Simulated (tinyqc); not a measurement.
# Resistance of a source-drain extension with a graded tip: abruptness at a fixed junction position

y runs along the channel, the gate covers y > 0. The doping is N0 for y < y0 and N0 10^(-(y - y0)/la) beyond, uniform over the depth xj. Sheet conductance s(y) = q mu(N) max(N - Nch, 0) xj + (for y > 0) ma Cox Vo, with mu(N) = u0 + (u1 - u0)/(1 + (N/Nr)^au) and Cox = eps0 eox/tox. Current is taken as one-dimensional; depletion of the tip, spreading and the contact are left out. The metallurgical junction lies at yj, where N = Nch.

R_spacer = integral of dy/s from -Ls to 0, R_ov from 0 to yj, R_channel = (Lg - 2 yj)/(ma Cox Vo), R_total = 2 R_spacer + 2 R_ov + R_channel. Electrical length L_eff = ma Cox dR_total/d(1/Vo); R_series = R_total - L_eff/(ma Cox Vo). y0 is moved with la so that yj stays at 9.3433 nm.

Values chosen for this exercise; mobility law close to that of holes in silicon: relative permittivity of the gate insulator (close to hafnium oxide) eox = 21.9; insulator thickness tox = 8.1 nm; active doping of the extension far from the gate N0 = 2.1e20 cm^-3; depth of the extension xj = 29 nm; channel doping Nch = 1.6e18 cm^-3; spacer length Ls = 12 nm; gate overdrive Vo = 0.3 V; mobility of the gate-induced layer ma = 76 cm^2/(V s); mobility at low doping u1 = 470.5 cm^2/(V s); mobility at high doping u0 = 44.9 cm^2/(V s); reference doping Nr = 2.23e17 cm^-3; exponent au = 0.719; gate length Lg = 45 nm.

Constants: q = 1.602176634e-19 C, eps0 = 8.8541878128e-14 F/cm where lengths are in cm. Results are converted to the units shown.

The same in every row: yj (nm) = 9.343; R_channel (ohm um) = 482.1.

Abruptness at a fixed junction position:
```
la (nm/decade)  R_spacer (ohm um)  R_ov (ohm um)  R_total (ohm um)  L_eff (nm)  R_series (ohm um)
1                           2.583          8.996             505.3       26.67              16.59
2.1                         2.583          16.71             520.7       27.06              24.83
3.3                         2.583          25.12             537.5       27.49              33.82
4.4                         2.583          32.83             552.9       27.88              42.06
5.5                         2.902          40.23             568.4       28.27              50.35
6.7                         4.078          47.52             585.3       28.69              59.57
7.8                         5.947          53.50             601.0       29.07              68.34
8.9                         8.534          58.86             616.9       29.44              77.52
```

As la goes from 1 to 8.9 nm/decade, R_total rises from 505 to 617 ohm um, R_spacer rises from 2.58 to 8.53 ohm um and R_ov rises from 9.00 to 58.9 ohm um. R_total changes on average by 14.1 ohm um for each nm/decade. L_eff exceeds the metallurgical length by 0.359 nm in the first row and 3.13 nm in the last, since the gate also controls the lightly doped tips.

Program tinyqc, `OMP_NUM_THREADS=1 python tinyqc.py 2282087 2282088 out.jsonl`; Intel Xeon 2.30GHz, shared host, one thread, about 0.05 s.
